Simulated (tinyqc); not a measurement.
Worked calculation: plane-wave Kohn-Sham cycle with exchange-only LDA in a layered model solid. Computed by tinyqc, a small Python program that keeps every step. Settings: points = 16, plane-wave index or count = 3, electrons = 4, k points = 4, area = 31.0, mixing = 0.1, iteration cap = 75. Command: `OMP_NUM_THREADS=1 python tinyqc.py 24735 24736 out.jsonl` (the two numbers bound the seeds that draw the settings). One thread of a shared host (Intel(R) Xeon(R) Processor @ 2.60GHz), about 0.03 s of CPU time with the checks.

A solid whose potential varies along x alone (atomic units):
```
parameter                      value
period a                   14.000000
cross-section of the cell  31.000000
electrons per cell                 4
grid points                       16
plane waves -n..n, n               3
k points                           4
V1 in V1 cos(2 pi x/a)     -0.490000
V2 in V2 cos(4 pi x/a)     -0.100000
```

Stop when sqrt(dV sum R^2) is below 1e-8, dV = a A/N.

Course of the cycle:
```
iteration  E (hartree)  norm of the residual
1          -1.46683284              2.03e-01
2          -1.27382435              1.76e-01
3          -1.12832227              1.49e-01
4          -1.02210781              1.25e-01
5          -0.94825663              1.00e-01
6          -0.90075319              7.66e-02
7          -0.87370554              5.41e-02
8          -0.86076715              3.54e-02
9          -0.85574953              2.36e-02
10         -0.85409349              1.87e-02
11         -0.85352497              1.67e-02
...                ...                   ...
65         -0.85266192              2.76e-05
66         -0.85266192              2.47e-05
67         -0.85266192              2.22e-05
68         -0.85266192              1.99e-05
69         -0.85266192              1.79e-05
70         -0.85266192              1.60e-05
71         -0.85266192              1.44e-05
72         -0.85266192              1.29e-05
73         -0.85266192              1.16e-05
74         -0.85266192              1.04e-05
75         -0.85266192              9.36e-06
```

Can the last value be used, and what does the course show?

Not by the stop rule, although the second column moves by less than 1e-07 over the last three steps. Not converged within 75 iterations: the residual falls steadily but slowly, by a factor of about 0.90 a step. Reruns (cap 100 unless said): mixing 0.5, Kerker q0 1.0: converged in 58 (E = -0.85266); mixing 0.3, Pulay depth 5: converged in 18 (E = -0.85266); the original settings with a cap of 400: converged in 141 (E = -0.85266).
